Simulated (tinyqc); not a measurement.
Hueckel theory of the pi electrons with the omega technique, for the molecule Clc1cnc2[nH]cnc2n1 (SMILES; centres numbered as the heavy atoms are written), step by step. One step of it, computed by the program tinyqc.

Problem. Orbitals, round 1. Diagonalise; E = alpha + x beta with beta < 0, so the largest x are filled first; degenerate levels share their electrons. P = sum n_i c_ri c_si; each orbital has its largest coefficient positive (the first on a tie).

Hueckel matrix in units of beta (H = alpha + beta A), lower triangle:
```
,1Cl,2C,3C,4N,5C,6N,7C,8N,9C,10N
1Cl,2.000000
2C,0.400000,0.000000
3C,0.000000,1.000000,0.000000
4N,0.000000,0.000000,1.000000,0.500000
5C,0.000000,0.000000,0.000000,1.000000,0.000000
6N,0.000000,0.000000,0.000000,0.000000,0.800000,1.500000
7C,0.000000,0.000000,0.000000,0.000000,0.000000,0.800000,0.000000
8N,0.000000,0.000000,0.000000,0.000000,0.000000,0.000000,1.000000,0.500000
9C,0.000000,0.000000,0.000000,0.000000,1.000000,0.000000,0.000000,1.000000,0.000000
10N,0.000000,1.000000,0.000000,0.000000,0.000000,0.000000,0.000000,0.000000,1.000000,0.500000
```

pi electrons, sum of z_r less the charge = 12

Give: x values; occupations; coefficients; charge and bond-order matrix P.

Solution.

x values: 2.6003  2.1562  1.7943  1.5972  1.0149  0.7579  -0.5875  -1.0437  -1.2918  -1.9978

occupations: 2.0000  2.0000  2.0000  2.0000  2.0000  2.0000  0.0000  0.0000  0.0000  0.0000

coefficients:
```
,MO1,MO2,MO3,MO4,MO5,MO6,MO7,MO8,MO9,MO10
1Cl,0.1332,0.8258,0.5051,-0.0363,-0.1580,-0.1022,0.0391,-0.0585,0.0476,-0.0346
2C,0.2000,0.3225,-0.2598,0.0365,0.3891,0.3173,-0.2528,0.4452,-0.3914,0.3460
3C,0.1867,0.1703,-0.2821,0.3553,-0.0131,0.4537,-0.3529,-0.2265,0.4897,-0.3297
4N,0.2856,0.0446,-0.2463,0.5309,-0.4025,0.0265,0.4602,-0.2087,-0.2412,0.3126
5C,0.4131,-0.0964,-0.0367,0.2272,-0.1941,-0.4468,-0.1475,0.5488,-0.0575,-0.4512
6N,0.5006,-0.3157,0.5255,0.2230,0.4400,-0.0042,-0.1226,-0.3129,-0.1019,0.0827
7C,0.2755,-0.1626,0.2300,-0.2001,-0.0728,0.4507,0.4674,0.4462,0.4132,0.0896
8N,0.3159,-0.0981,-0.0077,-0.4981,-0.4259,0.3449,-0.1765,-0.2154,-0.4522,-0.2451
9C,0.3880,0.0002,-0.2400,-0.3464,-0.1465,-0.3618,-0.2754,-0.1137,0.3971,0.5226
10N,0.2799,0.1949,-0.3861,-0.2824,0.4713,-0.1723,0.4858,-0.2147,-0.0032,-0.3478
```

charge and bond-order matrix P, lower triangle:
```
,1Cl,2C,3C,4N,5C,6N,7C,8N,9C,10N
1Cl,1.9832
2C,0.1330,0.9299
3C,-0.0683,0.6347,0.9512
4N,-0.0158,0.0134,0.6726,1.1775
5C,0.0500,-0.2959,-0.0967,0.6192,0.9404
6N,-0.0116,0.0796,-0.0739,-0.1187,0.3702,1.7397
7C,-0.0174,0.1006,0.1864,-0.1005,-0.2234,0.4632,0.8075
8N,0.0146,-0.0818,0.0591,0.0076,-0.0889,-0.2297,0.7747,1.3158
9C,0.0067,-0.0890,-0.2902,0.0708,0.5608,-0.1442,-0.0628,0.4691,0.9609
10N,-0.0869,0.6751,0.0194,-0.3208,0.0648,0.0416,-0.1976,-0.0943,0.5848,1.1939
```
